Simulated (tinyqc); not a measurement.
# Resistance of a circular point contact between the ballistic and the diffusive limit: effects of single changes

Two half-spaces of a free-electron metal (one valley, spin 2) meet through a circular opening of radius a in an insulating sheet.

Parameters, values chosen for the exercise:
```
symbol,value,unit,meaning
n,1.1e20,cm^-3,free-electron density
l,8,nm,mean free path
a,43,nm,radius of the opening
```

Constants: q = 1.602176634e-19 C, hbar = 1.054571817e-34 J s. Results are converted to the units shown.

Each table varies one quantity; the others keep the values above.

## Effect of the radius

kF = (3 pi^2 n)^(1/3), resistivity rho = hbar kF/(n q^2 l). Maxwell: RM = rho/(2 a); Sharvin: RS = 4 rho l/(3 pi a^2); interpolation R = RS + gamma RM, gamma = (1 + 0.83 K)/(1 + 1.33 K), K = l/a.

Results:
```
a (nm),K = l/a,RM (ohm),RS (ohm),R (ohm)
4,2.000,865.0,1468,2097
9.3,0.8602,372.0,271.7,569.1
14,0.5714,247.1,119.9,326.9
22,0.3636,157.3,48.54,186.5
33,0.2424,104.8,21.58,116.8
50,0.1600,69.20,9.398,74.03
76,0.1053,45.53,4.068,47.49
120,0.06667,28.83,1.632,29.58
180,0.04444,19.22,0.7252,19.54
```

Estimate the missing row, a = 6.1 nm.

Computed row:
```
a (nm),K = l/a,RM (ohm),RS (ohm),R (ohm)
6.1,1.311,567.2,631.4,1063
```

With this row back in the table: R falls from 2100 to 19.5 ohm, as a^(-1.61) between the first two rows and a^(-1.02) between the last two (Sharvin -2, Maxwell -1). RM equals RS at a = 8 l/(3 pi) = 6.79 nm. In 2 of the 10 rows kF a is below 10, where the smooth Sharvin count is off by about 2/(kF a), a fifth or more.

## Effect of the mean free path

Same model as above.

The same in every row: RS (ohm) = 12.707.

Effect of the mean free path:
```
l (nm),K = l/a,RM (ohm),R (ohm)
2.6,0.060465,247.59,253.37
6.8,0.15814,94.666,101.19
18,0.41860,35.763,43.662
49,1.1395,13.137,22.869
130,3.0233,4.9518,16.168
350,8.1395,1.8392,13.914
920,21.395,0.69970,13.153
```

Read the table: what changes, and by how much?

R falls from 253 to 13.2 ohm. RS stays at 12.7 ohm, since rho l depends on n alone, and R is 3.5 % above it in the last row: a cleaner metal cannot lower R below the Sharvin value.

Program tinyqc, `OMP_NUM_THREADS=1 python tinyqc.py 2760099 2760100 out.jsonl`; Intel Xeon 2.30GHz, shared host, one thread, about 0.01 s.
